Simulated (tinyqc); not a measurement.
Inside a calculation. Model: thermal stress, cracking, delamination and buckling of a thin film; Griffith cracks and misfitting inclusions. Computed by tinyqc, a small Python program that keeps every step. Command: `OMP_NUM_THREADS=1 python tinyqc.py 3014862 3014863 out.jsonl filmcrack walk`. One thread of a shared host (Intel(R) Xeon(R) Processor @ 2.30GHz), about 0.01 s of CPU time with the checks. Intermediate numbers are printed to about 6 digits and carried at full precision; extremes and crossings named in words are read from the listed rows.

Isotropic linear elasticity; the substrate is much thicker than the film; stress is positive in tension.

Inputs (values chosen for the exercise, for a model film):
```
quantity                          value        unit
film Young's modulus E             64.8         GPa
film Poisson ratio nu              0.17           -
film expansion alpha_f            0.357      1e-6/K
substrate expansion alpha_s         3.1      1e-6/K
deposition temperature T_d         1300           K
final temperature T                 300           K
intrinsic stress                    -87         MPa
film thickness h                    2.5  micrometre
half width of a debonded strip w     32  micrometre
substrate Young's modulus E_s       144         GPa
substrate Poisson ratio nu_s       0.26           -
flaw half length a                0.066  micrometre
substrate surface energy gamma_s    2.2       J/m^2
inclusion radius R                  1.1  micrometre
```

Inclusion: long cylinder (a filled via).

## Stress in the film

Thermal strain = (alpha_f - alpha_s)(T_d - T); stress = E/(1 - nu) x strain + intrinsic stress; plane-strain modulus Ebar = E/(1 - nu^2); G0 = stress^2 h/(2 Ebar) is the energy freed per area when a long strip loses its stress across its width.

thermal strain = -0.002743

film stress = -301.152 MPa

Ebar = 66.7285 GPa

G0 = 1.69891 J/m^2

The film ends in compression; the thermal part is -214 MPa. Caution: at a stress above 0.4 % of E a ductile film would yield, and the elastic value is then an upper bound; a brittle film in tension cracks instead.

## Elastic mismatch

Dundurs alpha = (Ebar - Ebar_s)/(Ebar + Ebar_s), with Ebar_s = E_s/(1 - nu_s^2). The channel-crack factor is taken as g = 1.258 (1 - alpha)^(-0.7), a rough interpolation chosen for the exercise (1.258 is the value for matched materials).

Dundurs alpha = -0.396583

factor g = 0.995712

The stiffer substrate holds the crack faces and lowers the driving force.

## Buckling of a debonded strip

A strip of half width w clamped at both edges buckles at sigma_c = (pi^2/12) Ebar (h/w)^2. Above it: height = h sqrt((4/3)(|s|/sigma_c - 1)), driving force at the edges G = G0 (1 - sigma_c/|s|)(1 + 3 sigma_c/|s|); below it both are 0. The smallest strip that buckles has w0 = pi h sqrt(Ebar/(12 |s|)).

buckling stress sigma_c = 334.973 MPa

blister height = 0 micrometre

driving force at the edges = 0 J/m^2

smallest buckling half width w0 = 33.7491 micrometre

The strip stays flat, and a flat strip in compression frees no energy at its edges.

## Griffith crack in the substrate

Through crack of length 2a in plane strain: K_Ic = sqrt(2 gamma_s E_s/(1 - nu_s^2)); fracture stress = K_Ic/sqrt(pi a). An edge crack of depth a has K larger by 1.1215.

toughness K_Ic = 0.824340 MPa m^0.5

fracture stress, inner crack = 1810.34 MPa

fracture stress, edge crack = 1614.21 MPa

The inner crack lowers the strength to 12.6 % of the ideal E_s/10.

## A misfitting inclusion

Film material fills a long cylinder of radius R in the substrate, with the misfit e = thermal strain (it wants to shrink if e > 0). With the axial strain held by the substrate, s0 = (1 + nu) e/[(1 + nu)(1 - 2 nu)/E + (1 + nu_s)/E_s]; inside s_rr = s_tt = s0 and s_zz = E e + 2 nu s0; outside s_rr = s0 (R/r)^2, s_tt = -s_rr. Keep-out radius: where |s_rr| falls to 10 MPa (R if it is lower at the wall).

radial stress at the wall s0 = -155.289 MPa

mean stress inside = -180.374 MPa

keep-out radius = 4.33474 micrometre

The stress does not depend on R; its reach scales with R.

## Film, cylinder and sphere at the same misfit

Thermal misfit e alone, mean stress = trace/3 and largest difference of principal stresses inside. Film: E e/(1 - nu) in two directions, 0 in the third. Cylinder: s0 = (1 + nu) e/[(1 + nu)(1 - 2 nu)/E + (1 + nu_s)/E_s] twice and s_zz = E e + 2 nu s0. Sphere: e/[(1 - 2 nu)/E + (1 + nu_s)/(2 E_s)] three times.

Stresses inside (MPa):
```
shape           s1        s2        s3      mean  largest difference
film      -214.152  -214.152     0.000  -142.768             214.152
cylinder  -155.289  -155.289  -230.545  -180.374              75.256
sphere    -188.390  -188.390  -188.390  -188.390               0.000
```

The mean stress in size is 143 MPa in the film, 180 in the cylinder and 188 in the sphere, while the largest difference, twice the largest shear stress, goes from 214 through 75 to 0. In a ductile solid shear can relax by slip and hydrostatic stress cannot.

Checks made by the program: fracture stress against the maximum of 4 a gamma - pi a^2 s^2/Ebar (relative difference 1e-08).
